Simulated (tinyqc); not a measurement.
Coupling ratio and rate constant from the late transient.

Problem. Long after the knee a floating-gate cell follows U = Vg - (tox/ag) B/ln(K t). Find K and ag.

Inputs (values chosen for the exercise): tunnel oxide thickness tox = 6.2 nm; control-gate voltage Vg = 9.2 V.

U at t = 0.008 and 0.8 s (V): [0.34901071, 1.5858813]
B = 27.115398 V/nm

Answer. 1/(Vg - U) is linear in ln t; the ratio of the two values gives ln(K t_a), and either value gives ag.

K = 2.56e14 1/s
ag = 0.670

Program tinyqc, `OMP_NUM_THREADS=1 python tinyqc.py 2130080 2130081 out.jsonl`; Intel Xeon 2.30GHz, shared host, one thread, about 0.01 s.
